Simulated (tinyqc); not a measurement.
The diagram with and without ligand: potential-pH (Pourbaix) lines of a metal, its cation, its oxide and an oxyanion, with a complexing ligand. Computed by tinyqc, a small Python program. Command: `OMP_NUM_THREADS=1 python tinyqc.py 3024784 3024785 out.jsonl pourb walk`. One thread of a shared host (Intel(R) Xeon(R) Processor @ 2.30GHz), about 0.01 s of CPU time with the checks.

Potentials are against the standard hydrogen electrode; solids and water have unit activity; dG_f of M, H+ and the electron is zero; F = e N_A and s = R T ln(10)/F. The cation carries z = 2.

Inputs (values chosen for the exercise, modelled on zinc):
```
quantity,value,unit
dG_f of the cation,-146.1,kJ/mol
dG_f of the oxide,-322.46,kJ/mol
dG_f of the oxyanion,-401.83,kJ/mol
dG_f of water,-237.14,kJ/mol
temperature T,298.15,K
log10 of the dissolved activity a,-3,-
log10 of the stability constant beta of ML,5.4,-
pKa of HL,10,-
total ligand c_L,0.0033,mol/L
```

Species: M, M2+, MO, MO2(2-).

Constants: R = 8.314462618 J/(mol K); e = 1.602176634e-19 C; N_A = 6.02214076e+23 1/mol.

Method. M2+ + 2e = M; MO + 2H+ + 2e = M + H2O; MO2(2-) + 4H+ + 2e = M + 2H2O. For each, E0 = -dG/(z F), and E = E0 + (s/z) log10 a - (s n_H/z) pH, with no activity term for the oxide. The free ligand is c_L/(1 + 10^(pKa - pH)) (ligand in excess); dissolved metal is a in all, so the free cation is a/alpha, alpha = 1 + beta [L]; the cation line drops by (s/z) log10 alpha.

E0 (V): cation -0.757110, oxide -0.442140, oxyanion 0.375446

s = 0.0591593 V

Lines against the metal (V); the species with the lowest line is stable above it:
```
pH,cation,oxide,oxyanion,stable above,cation with ligand,"stable above, ligand"
0,-0.84585,-0.4421,0.2867,cation,-0.84585,dissolved
2,-0.84585,-0.5605,0.0501,cation,-0.84585,dissolved
4,-0.84585,-0.6788,-0.1866,cation,-0.84586,dissolved
5,-0.84585,-0.7379,-0.3049,cation,-0.84595,dissolved
6,-0.84585,-0.7971,-0.4232,cation,-0.84687,dissolved
7,-0.84585,-0.8563,-0.5415,oxide,-0.85360,oxide
8,-0.84585,-0.9154,-0.6598,oxide,-0.87437,oxide
9,-0.84585,-0.9746,-0.7782,oxide,-0.90154,oxide
10,-0.84585,-1.0337,-0.8965,oxide,-0.92330,oxide
12,-0.84585,-1.1521,-1.1331,oxide,-0.93207,oxide
14,-0.84585,-1.2704,-1.3698,oxyanion,-0.93219,oxyanion
```

Without ligand the oxide holds 5 of the eleven rows (pH 7 to 12), with it 5 (pH 7, 8, 9, 10, 12). The ligand acts once beta [L] exceeds 1, from pH = pKa - log10(beta c_L) = 7.1 on; its line then falls by at most s/z per pH unit and flattens beyond pKa, 0.086 V below the free cation at most. The oxide line falls faster, by s per pH unit.

Extremes, crossings and ranges named in words are read from the listed rows.
